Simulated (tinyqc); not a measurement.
All estimates against temperature: estimate of lattice thermal conductivity from elastic moduli (Slack, Klemens and Cahill formulas). Computed by tinyqc, a small Python program. Command: `OMP_NUM_THREADS=1 python tinyqc.py 3017403 3017404 out.jsonl slack walk`. One thread of a shared host (Intel(R) Xeon(R) Processor @ 2.30GHz), about 0.01 s of CPU time with the checks.

An isotropic solid.

Inputs (values chosen for the exercise, for a model crystal):
```
quantity                               value        unit
bulk modulus B                           136         GPa
shear modulus G                          122         GPa
volume per atom V                       12.2  angstrom^3
mean atomic mass M                       162           u
atoms per primitive cell n                 2           -
volume expansion coefficient alpha_V      55       ppm/K
temperature T                            900           K
disorder parameter Gamma              0.0003           -
grain size d                            5000          nm
```

Grueneisen parameter: from thermal expansion.

Constants: u = 1.6605390666e-27 kg; hbar = 1.054571817e-34 J s; k_B = 1.380649e-23 J/K; h = 6.62607015e-34 J s.

Method:
- rho = M/V; vL = sqrt((B + 4G/3)/rho), vT = sqrt(G/rho); v_m = [(vL^-3 + 2 vT^-3)/3]^(-1/3); Poisson ratio sigma = (3B - 2G)/(6B + 2G); Theta = hbar v_m (6 pi^2/V)^(1/3)/k_B.
- gamma = alpha_V B V/(3 k_B), with the classical heat capacity 3 k_B per atom.
- Slack, an estimate for T near or above Theta_a: kappa = A M Theta_a^3 delta n^(1/3)/(gamma^2 T) in W/(m K), with M in u, delta = V^(1/3) in angstrom, Theta_a = Theta n^(-1/3) and A = 2.43e-6/(1 - 0.514/gamma + 0.228/gamma^2).
- High-temperature forms with the classical heat capacity. Klemens: kappa/kappa_0 = arctan(u)/u, u^2 = pi^2 Theta V Gamma kappa_0/(h v_m^2). Grains: 1/kappa_poly = 1/kappa + 1/(C v_m d/3), C = 3 k_B/(n V), the acoustic branches alone.
- Cahill minimum: kappa_min = (pi/6)^(1/3) k_B V^(-2/3) sum over L, T, T of v (T/Theta_i)^2 int_0^(Theta_i/T) x^3 e^x/(e^x - 1)^2 dx, Theta_i = Theta v_i/v_m (64 Gauss-Legendre points).

Grueneisen parameter gamma = 2.20322

Debye temperature Theta = 334.275 K

v_m = 2584.72 m/s

vL = 3680.37 m/s

vT = 2352.22 m/s

acoustic Debye temperature Theta_a = 265.314 K

Kappa (W/(m K)):
```
T (K)  perfect crystal  with point defects  polycrystal  minimum
200             26.994              26.359       26.265  0.75967
300             17.996              17.710       17.667  0.82250
400             13.497              13.335       13.311  0.84688
550              9.816               9.730        9.717  0.86232
750              7.198               7.152        7.145  0.87055
1000             5.399               5.373        5.369  0.87480
1300             4.153               4.137        4.135  0.87704
1700             3.176               3.167        3.165  0.87840
```

The perfect crystal follows 1/T. With point defects the exponent runs from -0.98 to -1.00 (the strong-disorder limit is -1/2), and with grains from -0.98 to -1.00. At the highest T it is still 3.6 times the minimum. Rows below Theta_a = 265 K are outside the range of the Slack formula.

Extremes, crossings and ranges named in words are read from the listed rows.
